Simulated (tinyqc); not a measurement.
From one set of inputs to another, one input at a time: strain-driven roughening and islands of a mismatched epitaxial film. Computed by tinyqc, a small Python program. Command: `OMP_NUM_THREADS=1 python tinyqc.py 3024408 3024409 out.jsonl island ladder`. One thread of a shared host (Intel(R) Xeon(R) Processor @ 2.30GHz), about 0.01 s of CPU time with the checks.

Film and substrate share isotropic elastic constants; the film is coherent and biaxially strained.

The inputs printed are set A. Inputs not listed in the table keep their values of set A, so the rows need not describe a real material.

Inputs (values chosen for the exercise, for a model film):
```
quantity                                     value     unit
misfit |f|                                  0.0182        -
shear modulus G                               76.4      GPa
Poisson ratio nu                              0.27        -
surface energy gamma                         0.973    J/m^2
contact angle of the shallow shape theta_1    9.85  degrees
contact angle of the steep shape theta_2      24.8  degrees
facet energy of shape 1 over gamma          0.9966        -
facet energy of shape 2 over gamma           1.054        -
wetting energy gamma_s - gamma                0.26    J/m^2
decay length of wetting delta                 0.39       nm
```

Constants: e = 1.602176634e-19 C.

Method:
- M = 2 G (1 + nu)/(1 - nu); stress = M f; energy density w = M f^2.
- The surface energy depends on thickness as gamma + (gamma_s - gamma) exp(-h/delta). Its curvature adds W2 = (gamma_s - gamma) exp(-h/delta)/delta^2 to the restoring terms; the flat film is stable while W2 > (1 + nu)^2 w^2/gamma, which gives h_c = delta ln[(gamma_s - gamma) gamma/(delta^2 (1 + nu)^2 w^2)], or 0 if negative.
- Shallow faceted island (Tersoff form): E = 4 Gam V^(2/3) tan^(1/3)(theta) - 6 c V tan(theta), Gam = gamma [x/sin(theta) - 1/tan(theta)], x the facet energy over gamma, c = stress^2 (1 - nu)/(2 pi G).
- The barrier is the maximum of E, at V_c = [4 Gam/(9 c)]^3 / tan^2(theta) (1 GPa nm = 1 J/m^2).

Each row keeps all changes above it:
```
input moved                                             from      to  wetting-layer thickness h_c (nm)  barrier, shape 1 (eV)  barrier, shape 2 (eV)
set A                                                      -       -                            1.9072                  2.005                 109.57
facet energy of shape 2 over gamma                     1.054   1.022                            1.9072                  2.005                  52.23
contact angle of the shallow shape theta_1 (degrees)    9.85    12.7                            1.9072                  4.665                  52.23
surface energy gamma (J/m^2)                           0.973    1.83                            2.1536                 31.038                 347.47
Poisson ratio nu                                        0.27    0.18                            2.3589                 52.549                 588.29
misfit |f|                                            0.0182  0.0248                            1.8762                 15.242                 170.63
wetting energy gamma_s - gamma (J/m^2)                  0.26    0.17                            1.7105                 15.242                 170.63
contact angle of the steep shape theta_2 (degrees)      24.8    24.1                            1.7105                 15.242                 166.79
```

Wetting-layer thickness h_c goes from 1.91 to 1.71, a factor 0.897 in all. The largest single move comes from misfit |f| (a factor 0.795), and surface energy gamma works against it (a factor 1.13). barrier, shape 1 goes from 2.01 to 15.2, a factor 7.60 in all. The largest single move comes from surface energy gamma (a factor 6.65), and misfit |f| works against it (a factor 0.290). barrier, shape 2 goes from 110 to 167, a factor 1.52 in all. The largest single move comes from surface energy gamma (a factor 6.65), and misfit |f| works against it (a factor 0.290). The single moves hold for this order of the switches; the total does not depend on the order.

Extremes, crossings and ranges named in words are read from the listed rows.
